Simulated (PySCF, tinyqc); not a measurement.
Worked calculation: RHF in the 6-31g basis, for H4, spin multiplicity 1. The lowest restricted solution is unstable here: a spin-polarised one lies 0.0000 hartree lower (PySCF). One step of it, computed by the program tinyqc.

Problem. Iteration 2: diagonalisation and new density. Diagonalise F' = X^T F X, C = X C', fill 2 alpha and 2 beta electrons from the bottom; D = 2 C_occ C_occ^T. Each column has its largest component positive (the first on a tie).

Fock matrix F (hartree), lower triangle:
```
           1H 1s      1H 2s      2H 1s      2H 2s      3H 1s      3H 2s      4H 1s      4H 2s
1H 1s   0.133518
1H 2s  -0.391748  -0.283656
2H 1s  -0.331615  -0.363659   0.123007
2H 2s  -0.362759  -0.338776  -0.398606  -0.308761
3H 1s  -0.001296  -0.017324  -0.042277  -0.120642   0.123007
3H 2s  -0.037368  -0.070106  -0.120642  -0.142107  -0.398606  -0.308761
4H 1s   0.007298   0.004969  -0.001296  -0.037368  -0.331615  -0.362759   0.133518
4H 2s   0.004969  -0.003358  -0.017324  -0.070106  -0.363659  -0.338776  -0.391748  -0.283656
```

X, lower triangle:
```
           1H 1s      1H 2s      2H 1s      2H 2s      3H 1s      3H 2s      4H 1s     4H 2s
1H 1s   1.253591
1H 2s  -0.501754   1.604596
2H 1s   0.000912   0.052945   1.271757
2H 2s   0.023970  -0.655243  -0.565044   1.810690
3H 1s  -0.004399  -0.040518  -0.006701   0.106798   1.271757
3H 2s   0.009416   0.206786   0.106798  -0.544043  -0.565044   1.810690
4H 1s  -0.000294  -0.002404  -0.004399   0.009416   0.000912   0.023970   1.253591
4H 2s  -0.002404  -0.084732  -0.040518   0.206786   0.052945  -0.655243  -0.501754  1.604596
```

Give: F' = X^T F X; orbital energies; coefficients C; D after iteration 2.

Solution.

F' = X^T F X (hartree), lower triangle:
```
        1       2       3       4       5       6       7      8
1   0.617
2  -0.577   0.247
3  -0.165  -0.112   0.625
4  -0.141  -0.215  -0.619   0.320
5  -0.007  -0.008   0.006   0.015   0.625
6   0.031   0.024   0.015  -0.185  -0.619   0.320
7   0.002  -0.005  -0.007   0.031  -0.165  -0.141   0.617
8  -0.005   0.000  -0.008   0.024  -0.112  -0.215  -0.577  0.247
```

orbital energies (hartree): MO1 -0.520, MO2 -0.464, MO3 0.071, MO4 0.215, MO5 0.971, MO6 1.020, MO7 1.110, MO8 1.216

coefficients C:
```
         MO1     MO2     MO3     MO4     MO5     MO6     MO7     MO8
1H 1s  0.175   0.202   0.157  -0.108   0.624   0.896  -0.684   0.236
1H 2s  0.226   0.275   0.682  -0.821  -0.522  -0.792   0.771  -0.742
2H 1s  0.195   0.181  -0.114   0.205   0.660   0.214   0.647  -0.963
2H 2s  0.259   0.278  -0.578   0.948  -0.407  -0.089  -0.665   1.544
3H 1s  0.195  -0.181  -0.114  -0.205   0.660  -0.214   0.647   0.963
3H 2s  0.259  -0.278  -0.578  -0.948  -0.407   0.089  -0.665  -1.544
4H 1s  0.175  -0.202   0.157   0.108   0.624  -0.896  -0.684  -0.236
4H 2s  0.226  -0.275   0.682   0.821  -0.522   0.792   0.771   0.742
```

D after iteration 2, lower triangle:
```
        1H 1s   1H 2s   2H 1s   2H 2s  3H 1s  3H 2s  4H 1s  4H 2s
1H 1s   0.143
1H 2s   0.190   0.253
2H 1s   0.141   0.188   0.142
2H 2s   0.203   0.270   0.202   0.288
3H 1s  -0.005  -0.012   0.010   0.000  0.142
3H 2s  -0.022  -0.036   0.000  -0.021  0.202  0.288
4H 1s  -0.021  -0.032  -0.005  -0.022  0.141  0.203  0.143
4H 2s  -0.032  -0.050  -0.012  -0.036  0.188  0.270  0.190  0.253
```
